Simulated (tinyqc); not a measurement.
Stretching all distances: RHF, UHF, MP2, CISD and CCSD against full CI in the sto-6g basis, for H6, spin multiplicity 1. Computed by the program tinyqc with PySCF. 

Geometry (angstrom):
```
atom,x,y,z
H,0.0000,0.0000,0.0000
H,0.0000,0.0000,0.7640
H,0.0000,0.0000,1.7780
H,0.0000,0.0000,2.5410
H,0.0000,0.0000,3.5560
H,0.0000,0.0000,4.3190
```

All coordinates are multiplied by the scale. c0^2 is the weight of the RHF determinant in the lowest singlet FCI state (UHF is spin-contaminated and may lie near states of higher spin) and n(LUMO) the first natural occupation beyond the occupied space.

Full CI energy (hartree) and errors against it (kcal/mol):
```
scale,distance 1-2 (angstrom),E(FCI),RHF,UHF,MP2,CISD,CCSD,<S^2> UHF,c0^2,n(LUMO)
0.8900,0.6800,-3.265568,33.5531,33.5531,9.9161,0.5352,0.0643,0.0000,0.9720,0.0333
1.0700,0.8175,-3.347852,44.1911,44.1911,14.9738,1.2059,0.1025,0.0000,0.9537,0.0505
1.2500,0.9550,-3.320367,58.2870,58.2870,22.0278,2.5891,0.1710,0.0000,0.9257,0.0753
1.4400,1.1002,-3.244759,77.8591,77.8390,32.2116,5.4495,0.2827,0.0380,0.8814,0.1124
1.6200,1.2377,-3.161007,101.5871,88.1741,44.8614,10.3086,0.4146,0.9114,0.8225,0.1605
1.8000,1.3752,-3.080921,130.7041,82.8327,60.4921,18.1305,0.5370,1.5905,0.7468,0.2225
1.9800,1.5127,-3.011853,164.9415,68.9876,78.6124,29.5317,0.5972,2.0826,0.6584,0.2972
2.1700,1.6579,-2.953905,205.5509,51.9325,99.1800,45.5082,0.5397,2.4320,0.5600,0.3857
2.3500,1.7954,-2.912943,246.6163,37.3014,118.2975,63.7368,0.3464,2.6445,0.4714,0.4729
```

UHF parts from RHF first at scale 1.44 of those listed, where <S^2> leaves zero. The weight c0^2 goes from 0.97 to 0.47 and n(LUMO) from 0.03 to 0.47: static correlation grows as the bonds break into open-shell fragments. The spread of the error along the curve, which distorts its shape, is CCSD 0.5, UHF 54.6, CISD 63.2, MP2 108.4, RHF 213.1 kcal/mol.
